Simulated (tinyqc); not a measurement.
Gate sweep: ballistic transport through the one-dimensional subbands of a rectangular nanowire or nanosheet channel. Computed by tinyqc, a small Python program. Command: `OMP_NUM_THREADS=1 python tinyqc.py 3001486 3001487 out.jsonl wire walk`. One thread of a shared host (Intel(R) Xeon(R) Processor @ 2.30GHz), about 0.02 s of CPU time with the checks.

Hard walls, parabolic subbands, transport along x. Energies are counted from the bulk conduction band edge at the top of the barrier, which the gate pulls down by U; the source Fermi level lies at the bulk edge when U = 0.

Inputs (values chosen for the exercise, modelled on silicon):
```
quantity                      value  unit
light mass m_t                 0.18   m_0
heavy mass m_l                0.928   m_0
height a                        3.3    nm
width b                         6.4    nm
equivalent oxide thickness t    1.8    nm
drain voltage V_D              0.77     V
temperature T                    77     K
```

Valleys: silicon [100] wire.

Constants: hbar^2/(2 m_0) = 3.80998212 eV angstrom^2; k_B = 8.617333262e-05 eV/K; m_0 = 9.1093837015e-31 kg; k_B = 1.380649e-23 J/K; hbar = 1.054571817e-34 J s; eps_0 = 8.8541878128e-12 F/m; e = 1.602176634e-19 C; h = 6.62607015e-34 J s.

Method:
- E_pq = (hbar^2 pi^2/2)(p^2/(m_y b^2) + q^2/(m_z a^2)); valley pairs: (m_x, m_y, m_z) = (m_t, m_t, m_l), (m_t, m_l, m_t), (m_l, m_t, m_t), each with degeneracy g = 2; the 10 lowest subbands are kept.
- F_j(eta) = (1/Gamma(j + 1)) int_0^infinity x^j/(1 + exp(x - eta)) dx, F_0 = ln(1 + exp(eta)). Integrals over x = E/(k_B T) use 160 Gauss-Legendre points in u = sqrt(x) from 0 to sqrt(max(eta, 0) + 32).
- With degeneracy g = 2, eta_i = (U - E_i)/(k_B T) and u = e V_D/(k_B T): line density n = sum_i g sqrt(2 m_x k_B T/pi)/(2 hbar) [F_-1/2(eta_i) + F_-1/2(eta_i - u)]; gate: e n = C_ox (V_G - U/e), C_ox = 3.9 eps_0 2 (a + b)/t (flat-plate estimate); I = (2 e k_B T/h) sum_i g [F_0(eta_i) - F_0(eta_i - u)].
- Open modes are sum_i g/(1 + exp(-eta_i)). The last column is e dn/dV_G over C_ox, taken up to the next row.

Subbands:
```
valley axis  p  q  E (meV)  m_x (m_0)
z            1  1   88.211      0.180
z            1  2  199.838      0.180
y            1  1  201.725      0.180
y            2  1  231.403      0.180
z            2  1  241.218      0.180
x            1  1  242.835      0.928
y            3  1  280.867      0.180
y            4  1  350.116      0.180
z            2  2  352.845      0.180
z            1  3  385.882      0.180
```

Against the gate voltage:
```
V_G (V)  U (meV)    n (1/nm)  I (microampere)  open modes    C_g/C_ox
-0.2100  -210.00  3.0277e-21       3.1165e-20  6.0619e-20  4.5734e-14
-0.1100  -110.00  1.0624e-14       1.0935e-13  2.1270e-13  2.1086e-06
0.0082      8.20  5.7895e-07       5.9594e-06  1.1592e-05  3.4066e-01
0.1400     95.10  1.0430e-01       1.3792e+00  1.4770e+00  6.9127e-01
0.2400    125.97  2.6487e-01       5.8552e+00  1.9933e+00  5.6620e-01
0.3700    182.37  4.3585e-01       1.4717e+01  2.2384e+00  8.1480e-01
0.5100    208.30  7.0083e-01       2.1559e+01  5.1058e+00  8.7980e-01
0.6700    227.53  1.0278e+00       3.0591e+01  7.0528e+00  9.1961e-01
0.8400    241.19  1.3910e+00       3.9272e+01  9.4990e+00  9.3835e-01
1.0000    251.06  1.7397e+00       4.7198e+01  1.1103e+01           -
```

What follows from these numbers?

Between the first two rows the current rises one decade per 15 mV, against the limit ln(10) k_B T/e = 15 mV. Above threshold C_g/C_ox lies between 0.57 and 0.94: the quantum capacitance in series costs a visible part. It dips where a subband has filled past its van Hove peak and recovers when the next one opens or the drain starts to fill the band.

Extremes, crossings and ranges named in words are read from the listed rows.
